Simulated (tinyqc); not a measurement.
Blur against noise: chemically amplified photoresist: aerial image, acid generation, bake, development and line width. Computed by tinyqc, a small Python program. Command: `OMP_NUM_THREADS=1 python tinyqc.py 3031510 3031511 out.jsonl resist walk`. One thread of a shared host (Intel(R) Xeon(R) Processor @ 2.30GHz), about 0.02 s of CPU time with the checks.

Lines and spaces of pitch p with a two-beam-like image; x = 0 is the middle of the bright space. The resist is positive and treated as uniform in depth.

Inputs (values chosen for the exercise, for a model resist at 13.5 nm):

| quantity | value | unit |
|---|---|---|
| pitch p | 31 | nm |
| image contrast c | 0.61 | - |
| mean dose E | 15.7 | mJ/cm^2 |
| Dill parameter C | 0.017 | cm^2/mJ |
| bake time t | 45 | s |
| photon energy | 91.84 | eV |
| absorption coefficient alpha | 6.1 | 1/um |

Method:
- Dose E(x) = E [1 + c cos(2 pi x/p)]; acid h = 1 - exp(-C E(x)).
- Bake: the acid image is blurred by a Gaussian of variance sigma^2 = 2 D t (each Fourier term k of h, taken on 64 points, is multiplied by exp(-4 pi^2 k^2 D t/p^2)).
- For each sigma the edge is held at x = p/4; N is taken at the mean dose; edge noise = (dh/d ln E)/(sqrt(N V) |dh/dx|), both derivatives taken of the blurred acid, V = (2 sqrt(pi) sigma)^3, N = E alpha/(photon energy), 1 mJ/cm^2 = 62.41509 eV/nm^2.

Trade-off:

| sigma/p | sigma (nm) | blur factor | photons in V | edge noise (nm) |
|---|---|---|---|---|
| 0.02 | 0.62 | 0.99214 | 6.9100e-01 | 9.7920 |
| 0.04 | 1.24 | 0.96891 | 5.5280e+00 | 3.5297 |
| 0.07 | 2.17 | 0.90781 | 2.9627e+01 | 1.6114 |
| 0.10 | 3.10 | 0.82087 | 8.6375e+01 | 1.0325 |
| 0.14 | 4.34 | 0.67917 | 2.3701e+02 | 0.7449 |
| 0.18 | 5.58 | 0.52753 | 5.0374e+02 | 0.6538 |
| 0.22 | 6.82 | 0.38467 | 9.1972e+02 | 0.6619 |
| 0.27 | 8.37 | 0.23717 | 1.7001e+03 | 0.7889 |
| 0.33 | 10.23 | 0.11653 | 3.1041e+03 | 1.1881 |

What does the comparison show, and why?

The noise is least near sigma/p = 0.18 among these rows. More diffusion averages over more photons (noise falls as sigma^(-3/2)) until it erases the image slope (factor exp(-2 pi^2 sigma^2/p^2)); for a pure cosine the two balance at sigma/p = sqrt(3/8)/pi = 0.195. Caution: for a film thinner than the blur the noise falls as 1/sigma only, and the optimum moves to sigma/p = 1/(2 pi) = 0.159. Caution: rows with under about ten photons in V are beyond a Gaussian noise estimate.

Extremes, crossings and ranges named in words are read from the listed rows.
